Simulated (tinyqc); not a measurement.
# Thin-body transistor below threshold, two-dimensional Poisson equation on a small mesh: effect of the channel length

A thin body on a thick buried insulator of low permittivity, taken as carrying no normal field at the bottom of the body (row 0). Mobile charge is neglected (subthreshold), the body is fully depleted, and potentials are counted from the intrinsic level; rows run upward to the gate, columns from source to drain.

Mesh: rows i = 0..12 in the semiconductor (step hs = tb/12, row 12 on the interface), then 8 step(s) ho = tox/8 up to the gate row 20; columns j = 0..80 (step hy = L/80). Box integration, divided by eps0: up_i = eps hy/h of the interval above row i, dn_i = that of the interval below (0 for row 0), lat_i = (sum of eps h/2 over the intervals above and below)/hy, s_i = -q Na w_i hy/eps0 with w_i the semiconductor height of the box (hs/2 for row 0 and the interface row, hs between, 0 in the insulator). Each free node obeys (up + dn + 2 lat) psi = up psi(above) + dn psi(below) + lat [psi(left) + psi(right)] + s. Fixed values: gate row Vg - Vfb; column 0 at Vbi and the last column at Vbi + Vd in the semiconductor, each running linearly to Vg - Vfb across the insulator. The system is solved directly. On row 0 the minimum of psi and its place come from a parabola through the three lowest nodes; barrier = Vbi - minimum, swing = Vt ln 10/(d psi/dVg), DIBL = (d psi/dVd)/(d psi/dVg) there. Lambda = pi/k with k the smallest positive root of tan(k tox) tan(k tb) = eox/eps_r.

Values chosen for this exercise; semiconductor permittivity close to that of silicon:
- T = 300 K (temperature)
- eps_r = 11.9 (relative permittivity of the semiconductor)
- eox = 22 (relative permittivity of the insulator)
- tb = 6 nm (body thickness)
- tox = 5.3 nm (insulator thickness)
- Na = 4.8e17 cm^-3 (acceptor density of the depleted body)
- Vbi = 0.5 V (potential of the source)
- Vfb = -0.05 V (gate offset)
- Vg = -0.1 V (gate voltage)
- Vd = 0.05 V (drain voltage)

Constants: q = 1.602176634e-19 C, kB = 1.380649e-23 J/K, Vt = kB T/q, eps0 = 8.8541878128e-14 F/cm where lengths are in cm. Results are converted to the units shown.

Result of one run:
```
L/Lambda	barrier (V)	place y/L	swing (mV/decade)	DIBL (mV/V)
1.634	0.4609	0.4915	73.79	114.6
```

Which channel length L gave this result: 21, 25, 31 or 37 nm?

L = 31 nm.

The whole series:
```
L (nm)	L/Lambda	barrier (V)	place y/L	swing (mV/decade)	DIBL (mV/V)
17	0.8961	0.2378	0.4809	138.1	621.7
21	1.107	0.3231	0.4862	103.6	351.9
25	1.318	0.3902	0.4891	86.58	216.8
31	1.634	0.4609	0.4915	73.79	114.6
37	1.950	0.5054	0.4930	67.53	64.36
45	2.372	0.5393	0.4943	63.42	31.32
55	2.899	0.5597	0.4954	61.17	13.24
66	3.479	0.5693	0.4961	60.18	5.252
```

As L goes from 17 to 66 nm, the barrier rises from 0.238 to 0.569 V, the swing falls from 138 to 60.2 mV a decade and DIBL falls from 622 to 5.25 mV/V; the ideal swing is 59.5. L/Lambda goes from 0.90 to 3.5. Between the last two rows DIBL decays with a length of 11.9 nm; 2 Lambda/pi is 12.1 nm.

Program tinyqc, `OMP_NUM_THREADS=1 python tinyqc.py 2480139 2480140 out.jsonl`; Intel Xeon 2.30GHz, shared host, one thread, about 0.1 s.
